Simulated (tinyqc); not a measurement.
# Current crowding under a contact, resistor ladder against the transmission-line model: two studies

A metal contact of length d and width W on a thin layer of the same width. The metal has no resistance, the sheet resistance under it equals Rsh, and current enters the layer at the front edge x = 0.

Values chosen for this exercise: sheet resistance of the semiconductor layer Rsh = 430 ohm/sq; specific contact resistivity rc = 1.2e-7 ohm cm^2; contact length d = 0.067 um; contact width W = 9.4 um.

Each table varies one quantity; the others keep the values above.

## Effect of the sheet resistance

Transfer length Lt = sqrt(rc/Rsh); front resistance Rc = (Rsh Lt/W) coth(d/Lt); end resistance Re = (Rsh Lt/W)/sinh(d/Lt).

Effect of the sheet resistance:
```
Rsh (ohm/sq)  Lt (um)     d/Lt  Rc W (ohm um)  Re W (ohm um)
14             0.9258  0.07237          179.4          178.9
36             0.5774   0.1160          179.9          178.7
95             0.3554   0.1885          181.2          178.0
250            0.2191   0.3058          184.7          176.3
640            0.1369   0.4893          193.2          172.2
1700          0.08402   0.7975          215.6          161.4
4400          0.05222    1.283          268.0          138.0
11000         0.03303    2.029          376.1          97.26
```

Rc W rises from 179 to 376 ohm um while Re W falls from 179 to 97.3 ohm um; for Rsh going to zero both tend to rc/d = 179 ohm um. A larger Rsh shortens Lt and crowds the current to the front edge.

## Convergence with the number of cells

Cut the contact into n cells of length hc = d/n. Neighbouring cell centres are joined by a = W/(Rsh hc), each centre joins the metal (0 V) by g = W hc/rc, and I enters cell 1 through half a cell: -a v_(i-1) + b_i v_i - a v_(i+1) = I for i = 1 and 0 otherwise, b_i = g + 2 a (g + a at both ends). Rc = v_1/I + 1/(2 a). The error is against Transfer length Lt = sqrt(rc/Rsh); front resistance Rc = (Rsh Lt/W) coth(d/Lt); end resistance Re = (Rsh Lt/W)/sinh(d/Lt).

Results:
```
n      hc/Lt  Rc (ohm)  error (%)
1     0.4011     20.59       2.60
2     0.2005     20.20      0.653
8    0.05013     20.07     0.0408
16   0.02507     20.07     0.0102
32   0.01253     20.07    2.55e-3
64  0.006267     20.06    6.38e-4
```

Estimate the missing row, n = 4.

Computed row:
```
n   hc/Lt  Rc (ohm)  error (%)
4  0.1003     20.10      0.163
```

With this row back in the table: The exact Rc is 20.065 ohm. The error falls from 2.6 % to 6.4e-4 %, by a factor of 4.0 over the last doubling: second order in the cell length.

tinyqc, about 0.01 s, one thread, Intel Xeon 2.30GHz (shared host): `OMP_NUM_THREADS=1 python tinyqc.py 2760172 2760173 out.jsonl`
